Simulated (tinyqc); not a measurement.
Junctionless gate-all-around wire, depletion approximation: two steps of the calculation.

A uniformly doped n-type wire of radius R under a surrounding gate; long channel. Below flat band a shell from radius rc to R is fully depleted and the neutral core, at channel potential V (0 at the source, Vd at the drain), carries the current with constant mobility; s = (rc/R)^2 is the share of the cross-section that conducts. The edge of the depleted shell is taken as abrupt, so there is no subthreshold current.

Values chosen for this exercise; material values those of a made-up semiconductor:
```
symbol   value        unit                         meaning
R            5          nm                     wire radius
Nd      6.1e18       cm^-3                   donor density
Vfb       0.46           V               flat-band voltage
mu          41  cm^2/(V s)  effective mobility in the wire
L          0.1          um                     gate length
Vg        0.36           V                    gate voltage
Vd        0.05           V                   drain voltage
```

Constants: q = 1.602176634e-19 C. Results are converted to the units shown.

Question 1. Conducting share at the source by Newton steps. With V = 0: f = A (1 - s + s ln s) + B (1 - s) - (Vfb - Vg); f' = A ln s - B; s(new) = s - f/f'.

s after iteration 1 = 0.43306678
A = 0.055635223 V
B = 0.16627927 V

Find: f; f'; s after iteration 2.

Answer 1.

f = 0.005648 V
f' = -0.2128 V
s after iteration 2 = 0.4596

Question 2. Core radius, conductance and current. s solves Vfb - Vg + V = A (1 - s + s ln s) + B (1 - s), and s = 0 where the left side exceeds A + B. I = (q mu Nd pi R^2/L)[g(s0) - g(sL)], g = A (s^2/4 - (s^2/2) ln s) + B s^2/2, with s0 at V = 0 and sL at V = Vd. rc = R sqrt(s0); the small-signal conductance at Vd = 0 is q mu Nd pi R^2 s0/L.

s0 = 0.45981262
sL = 0.23837111
A = 0.055635223 V
B = 0.16627927 V

Give: rc at the source; conductance; I.

Answer 2.

rc at the source = 3.3905 nm
conductance = 1.4471 uS
I = 0.054468 uA

Computed by the program tinyqc: `OMP_NUM_THREADS=1 python tinyqc.py 2460145 2460146 out.jsonl`, one thread of a shared Intel Xeon 2.30GHz, about 0.01 s for the whole run.
